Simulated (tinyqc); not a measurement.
From peak temperature T_p back to trap depth E_t below the band: admittance spectroscopy and thermally stimulated current of one trap level in a depletion layer. Computed by tinyqc, a small Python program. Command: `OMP_NUM_THREADS=1 python tinyqc.py 3114389 3114390 out.jsonl admit inv`. One thread of a shared host (Intel(R) Xeon(R) Processor @ 2.30GHz), about 0.02 s of CPU time with the checks.

A Schottky junction on n-type material holds one donor-like electron trap; shallow donors are fully ionised and abrupt depletion edges are assumed.

Inputs (values chosen for the exercise, modelled on n-type GaN): density-of-states mass m = 0.201 m_0; shallow doping N = 1.6e+16 1/cm^3; trap density N_t = 6.1e+15 1/cm^3; capture cross section sigma = 5.7e-17 cm^2; test frequency f = 40000 Hz.

Constants: k_B = 1.380649e-23 J/K; m_0 = 9.1093837015e-31 kg; h = 6.62607015e-34 J s; k_B = 8.617333262e-05 eV/K.

Method:
- N_c = 2 (2 pi m k_B T/h^2)^(3/2), v_th = sqrt(3 k_B T/m), emission rate e_n = sigma v_th N_c exp(-E_t/(k_B T)).
- Where the level crosses the Fermi level capture equals emission, so the trap follows the signal with the rate 2 e_n; G/omega peaks at omega = 2 e_n (the correction for large N_t/N is left out).
- Solve 2 e_n(T_p) = 2 pi f.

Task: A run gave the result below. Find the trap depth E_t below the band, known to lie between 0.094 and 0.34 eV.

peak temperature T_p = 214.2874 K

Result:

Each step takes the trial c = (a f_b - b f_a)/(f_b - f_a), f being the result less the target and a, b, c the logarithms of the listed values; c replaces end b, the old b replaces a if the sign of f changed, and otherwise f_a is halved.

Scan of the range:
```
trap depth E_t below the band (eV)  peak temperature T_p (K)
0.094                                                128.395
0.116                                                152.318
0.144                                                181.804
0.179                                                217.507
0.221                                                259.057
0.274                                                309.952
0.340                                                371.495
```

False position (Illinois rule, in the logarithm of the input) inside the bracket:
```
step     end a     end b     trial  peak temperature T_p (K)
1     0.144000  0.179000  0.175523                   214.008
2     0.179000  0.175523  0.175798                   214.285
3     0.179000  0.175798  0.175802                   214.290
4     0.175798  0.175802  0.175800                   214.287
```

Peak temperature T_p rises at every point of a 13-point scan of the range (every second point is shown), so one value fits; it is bracketed by 0.144 and 0.179. Answer: trap depth E_t below the band = 0.1758 eV.

Caution: N_t/N is not small, so the peak moves away from omega = 2 e_n.
